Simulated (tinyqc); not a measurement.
# Low-temperature mobility of a two-dimensional electron gas with static screening, step by step

A worked calculation. Computed by tinyqc, a small Python program that keeps every step. Command: `OMP_NUM_THREADS=1 python tinyqc.py 3025543 3025544 out.jsonl twodeg walk`. One thread of a shared host (Intel(R) Xeon(R) Processor @ 2.30GHz), about 0.01 s of CPU time with the checks. Intermediate numbers are printed to about 6 digits and carried at full precision; extremes and crossings named in words are read from the listed rows.

One subband is filled, the gas is degenerate and scatters at the Fermi circle; one permittivity serves on both sides of the interface. All formulas are in SI units, masses times m_0. Piezoelectric and polar phonons are left out, and n_s is taken as set by a gate, independent of N_i.

Inputs (values chosen for the exercise, modelled on a silicon inversion layer): in-plane mass m = 0.196 m_0; mass across the layer m_z = 0.91 m_0; permittivity eps = 11.5; valley degeneracy g_v = 2; sheet density n_s = 3.7e+12 1/cm^2; depletion charge N_d = 7.5e+10 1/cm^2; roughness height Delta = 0.75 nm; correlation length Lambda = 6.6 nm; remote charge density N_i = 1.5e+11 1/cm^2; distance d of the charges from the interface = 1.6 nm; density rho = 2329 kg/m^3; sound velocity v_l = 9140 m/s; deformation potential D_A = 13 eV; temperature T = 40 K.

Wave function: Fang-Howard. Roughness spectrum: exponential.

Constants: m_0 = 9.1093837015e-31 kg; e = 1.602176634e-19 C; eps_0 = 8.8541878128e-12 F/m; hbar = 1.054571817e-34 J s; k_B = 1.380649e-23 J/K.

## Fermi circle, screening and layer thickness

k_F = sqrt(2 pi n_s/g_v); E_F = hbar^2 k_F^2/(2 m); q_TF = g_v m e^2/(2 pi eps eps_0 hbar^2); Fang-Howard parameter b = [12 m_z e^2 (N_d + 11 n_s/32)/(eps eps_0 hbar^2)]^(1/3), mean depth 3/b; effective field F = e (N_d + n_s/2)/(eps eps_0).

k_F = 0.340938 1/nm

E_F = 22.5953 meV

q_TF = 1.28830 1/nm

b = 1.44817 1/nm

mean depth = 2.07158 nm

effective field F = 0.302897 MV/cm

q_TF/(2 k_F) = 1.89: screening is strong for back-scattering.

## The integrands at a few angles

Form factors with u = q/b: screening G(q) = [1 + 9u/8 + 3u^2/8]/(1 + u)^3, remote charge P(q) = exp(-q d)/(1 + u)^3. Dielectric function eps(q) = 1 + q_TF G(q)/q, with q = 2 k_F sin(theta/2). Roughness: <|U|^2> = (e F)^2 S(q), S = pi Delta^2 Lambda^2/(1 + q^2 Lambda^2/2)^(3/2). Remote charges: <|U|^2> = N_i [e^2 P(q)/(2 eps eps_0 q)]^2. The last two columns are (m/(pi hbar^3)) <|U|^2>/eps(q)^2.

Integrands (1e9/(s rad)):
```
theta (degrees)  q (1/nm)         G   eps(q)  roughness  remote charges
5                0.029743  0.962719  42.6996      46.82         576.259
15               0.089003  0.895160  13.9573     355.18         393.575
30               0.176483  0.809277   6.9076     846.74         221.603
60               0.340938  0.681818   3.5764    1034.85          73.382
90               0.482160  0.597954   2.5977     871.94          28.057
135              0.629972  0.528027   2.0798     678.14          10.262
180              0.681877  0.506857   1.9576     617.63           7.221
```

## Interface roughness

1/tau_t = (m/(pi hbar^3)) int_0^pi (1 - cos theta) <|U|^2>/eps(q)^2 dtheta; the quantum rate 1/tau_q drops the factor (1 - cos theta); 200 Gauss-Legendre points in s with theta = pi s^2, s from 0 to 1; mu = e tau_t/m.

tau_t, roughness = 0.432920 ps

tau_q, roughness = 0.430055 ps

roughness mobility = 3884.83 cm^2/(V s)

tau_t/tau_q, roughness = 1.00666

k_F Lambda = 2.25.

## Remote charges

The formulas are those given above.

tau_t, charges = 13.8014 ps

tau_q, charges = 3.02098 ps

remote-charge mobility = 123848 cm^2/(V s)

tau_t/tau_q, charges = 4.56852

With D = d + 3/b = 3.67 nm, k_F D = 1.25 and q_TF D = 4.73. When both are large, only small angles survive the factor exp(-2 q D) and tau_t/tau_q tends to (2 k_F D)^2, here 6.27; that limit is not reached.

## Acoustic phonons

Unscreened deformation potential in equipartition: 1/tau = m D_A^2 k_B T I/(rho v_l^2 hbar^3), I = int |psi|^4 dz = 3 b/16 for the Fang-Howard function (used for both wave-function options); mu = e tau/m. Bloch-Grueneisen temperature T_BG = 2 hbar v_l k_F/k_B.

acoustic mobility = 17629.4 cm^2/(V s)

T_BG = 47.6042 K

Caution: T is below the Bloch-Grueneisen temperature T_BG, so equipartition fails: the acoustic mobility is only a lower bound and the acoustic share of 1/mu is overstated.

## All together

At the Fermi circle the rates add, so 1/mu is the sum; sheet resistance 1/(n_s e mu); mean free path hbar k_F mu/e; the quantum time adds the rates 1/tau_q, with the isotropic acoustic rate e/(m mu).

Mobilities:
```
process           mu (cm^2/(V s))  share of 1/mu (%)
roughness                 3884.83            79.8895
remote charges             123848            2.50596
acoustic phonons          17629.4            17.6045
```

mobility mu = 3103.58 cm^2/(V s)

sheet resistance = 543.533 ohm

mean free path = 69.6472 nm

Dingle ratio tau_t/tau_q = 1.09475

The largest single share of 1/mu (80 %) belongs to roughness: the field presses the gas against the interface, and the rate goes as F^2. The Dingle ratio of 1.09 marks mostly large-angle scattering.

Checks made by the program: angular integral against adaptive quadrature (relative difference below 1e-10).
